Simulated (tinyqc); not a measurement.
Epitaxial growth on a vicinal surface: Burton-Cabrera-Frank step flow, step-edge barrier and island nucleation: one step, computed by the program tinyqc.

Adatoms land at rate F, hop on a square grid (a simplification for hexagonal faces), desorb, or join steps. Lengths are in units of a and n is the adatom coverage. Steps ascend at x = 0 and descend at x = l.

Task: Scales. D = nu exp(-E_d/(k_B T)) (a^2/s, nu counted per direction); tau = exp(E_a/(k_B T))/nu; x_s = sqrt(D tau); n_eq = exp(-E_f/(k_B T)); terrace width l = h/(a tan(miscut)); Schwoebel length l_s = exp(E_s/(k_B T)) - 1. Temperatures in kelvin are T(C) + 273.15.

Inputs (values chosen for the exercise, close to those used for Ge(001)):
```
quantity                     value      unit
site spacing a                   4  angstrom
step height h                 1.41  angstrom
diffusion barrier E_d        0.604        eV
desorption energy E_a         2.64        eV
adatom formation energy E_f   1.11        eV
step-edge barrier E_s        0.061        eV
attempt frequency nu             1       THz
miscut angle                   0.5   degrees
temperature T                  550         C
```

Constants: k_B = 8.617333262e-05 eV/K.

Give: D; lifetime tau; diffusion length x_s; equilibrium coverage n_eq; terrace width l; Schwoebel length l_s.

Result:

D = 2.004e+08 a^2/s

lifetime tau = 14573 s

diffusion length x_s = 1.709e+06 a

equilibrium coverage n_eq = 1.599e-07

terrace width l = 40.39 a

Schwoebel length l_s = 1.363 a

l/x_s = 2.36e-5: nearly every adatom reaches a step.
